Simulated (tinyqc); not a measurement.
# Tunnelling through a two-layer gate stack, WKB transmission and Tsu-Esaki current: what changes with what

Electrons leave the emitter at x = 0. Energies E (motion across the layers) are in eV from the emitter Fermi level; the collector Fermi level lies at -V and offers states at every E. No charge in the dielectric and no image force: F1 = V/(t1 + t2 eps1/eps2), F2 = F1 eps1/eps2; U = phi1 - F1 x in layer 1 and phi2 - F1 t1 - F2 (x - t1) in layer 2. With C = hbar^2/(2 m0), kappa = sqrt(m (U - E)/C) where U > E and 0 elsewhere; T(E) = exp(-S), S = 2 times the integral of kappa over x.

Parameters, values chosen for the exercise; layer 1 close to silicon dioxide, layer 2 close to aluminium oxide:
- T = 77 K (temperature)
- Ef = 0.37 eV (Fermi energy of the emitter above its band bottom)
- me = 0.69 m0 (emitter mass in the supply function)
- phi1 = 3.21 eV (barrier of layer 1 above the emitter Fermi level at zero bias)
- m1 = 0.5 m0 (tunnelling mass of layer 1)
- t1 = 0.5 nm (thickness of layer 1)
- eps1 = 4.08 (relative permittivity of layer 1)
- phi2 = 2.63 eV (barrier of layer 2 at zero bias)
- m2 = 0.4 m0 (tunnelling mass of layer 2)
- t2 = 1.7 nm (thickness of layer 2)
- eps2 = 8.56 (relative permittivity of layer 2)
- V = 1.5 V (voltage across the dielectric)

Constants: q = 1.602176634e-19 C, kB = 1.380649e-23 J/K, hbar = 1.054571817e-34 J s, m0 = 9.1093837015e-31 kg, Vt = kB T/q, hbar^2/(2 m0) = 0.0380998212 eV nm^2. Results are converted to the units shown.

Each table varies one quantity; the others keep the values above.

## Effect of the barrier height

Each layer adds (2/F) sqrt(m/C) [G(u at its left edge) - G(u at its right edge)] to S, with u = U - E (0 where negative) and G(u) = (2/3) u^1.5. J = J0 times the integral of T(E) N(E) dE, N = ln[(1 + exp(-E/Vt))/(1 + exp((-E - V)/Vt))], J0 = q^2 me m0 kB T/(2 pi^2 hbar^3) (times 1e-4 for A/cm^2 per eV), from E = -Ef to far above the barrier (T = 1 there), by quadrature converged to the digits shown.

Result of one run:
```
phi1 (eV)  S at E = 0  T(E = 0)  J (A/cm^2)  mean E of the current (eV)
3.4             20.25  1.608e-9      0.3775                     -0.2030
```

What becomes of these results when the barrier of layer 1 above the emitter Fermi level at zero bias phi1 is changed from 3.4 to 2.8 eV, all else the same?

Result of the changed run:
```
phi1 (eV)  S at E = 0  T(E = 0)  J (A/cm^2)  mean E of the current (eV)
2.8             19.60  3.079e-9      0.7071                     -0.2020
```

The whole series:
```
phi1 (eV)  S at E = 0  T(E = 0)  J (A/cm^2)  mean E of the current (eV)
1.6             18.00  1.520e-8       3.219                     -0.1986
1.9             18.45  9.672e-9       2.107                     -0.1998
2.2             18.86  6.413e-9       1.427                     -0.2007
2.5             19.24  4.388e-9      0.9935                     -0.2014
2.8             19.60  3.079e-9      0.7071                     -0.2020
3.1             19.93  2.206e-9      0.5126                     -0.2025
3.4             20.25  1.608e-9      0.3775                     -0.2030
3.7             20.55  1.190e-9      0.2819                     -0.2034
```

J falls from 3.22 to 0.282 A/cm^2, on average 0.504 decades for each eV, while S rises from 18.0 to 20.5. In every row the field exceeds 10 MV/cm (up to 11.4), more than most dielectrics sustain; the model ignores breakdown. In every row a layer is thinner than 0.8 nm, a few atomic planes, where an effective mass is a rough description.

## Current against voltage

Same model as above.

Current against voltage:
```
V (V)  S at E = 0   T(E = 0)  J (A/cm^2)  mean E of the current (eV)
0.2         23.84  4.423e-11     0.01052                     -0.1934
0.49        23.07  9.582e-11     0.02599                     -0.2089
0.77        22.29  2.091e-10     0.05481                     -0.2075
1.06        21.44  4.889e-10      0.1231                     -0.2058
1.35        20.54   1.202e-9      0.2886                     -0.2039
1.64        19.58   3.148e-9      0.7133                     -0.2015
1.92        18.57   8.614e-9       1.820                     -0.1986
2.21        17.41   2.735e-8       5.239                     -0.1946
2.5         16.07   1.053e-7       17.23                     -0.1883
```

J rises from 0.0105 to 17.2 A/cm^2, by 1.35 decades a volt between the first two rows and 1.78 between the last two. In every row the band edge stays above E = 0, so all is direct tunnelling at the Fermi level. In 5 of the 9 rows the field exceeds 10 MV/cm (up to 19.1), more than most dielectrics sustain; the model ignores breakdown. In every row a layer is thinner than 0.8 nm, a few atomic planes, where an effective mass is a rough description.

## Effect of the tunnelling mass m2

Same model as above.

Results:
```
m2 (m0)  S at E = 0   T(E = 0)  J (A/cm^2)  mean E of the current (eV)
0.12          13.78   1.034e-6       361.7                     -0.2193
0.15          14.68   4.220e-7       139.1                     -0.2170
0.2           15.99   1.135e-7       34.32                     -0.2135
0.25          17.15   3.571e-8       10.01                     -0.2105
0.4           20.05   1.961e-9      0.4575                     -0.2027
0.5           21.69  3.819e-10     0.08059                     -0.1983
0.63          23.58  5.724e-11     0.01078                     -0.1932
```

Estimate the missing row, m2 = 0.31 m0.

Computed row:
```
m2 (m0)  S at E = 0  T(E = 0)  J (A/cm^2)  mean E of the current (eV)
0.31          18.39  1.029e-8       2.665                     -0.2072
```

With this row back in the table: J falls from 362 to 0.0108 A/cm^2. S goes as m2^(0.32): only one of the two layers feels this mass, so the power is below 0.5. In every row the field exceeds 10 MV/cm (up to 11.4), more than most dielectrics sustain; the model ignores breakdown. In every row a layer is thinner than 0.8 nm, a few atomic planes, where an effective mass is a rough description.

Numbers from tinyqc (`OMP_NUM_THREADS=1 python tinyqc.py 2540149 2540150 out.jsonl`; about 0.06 s on one thread of a shared Intel Xeon 2.30GHz).
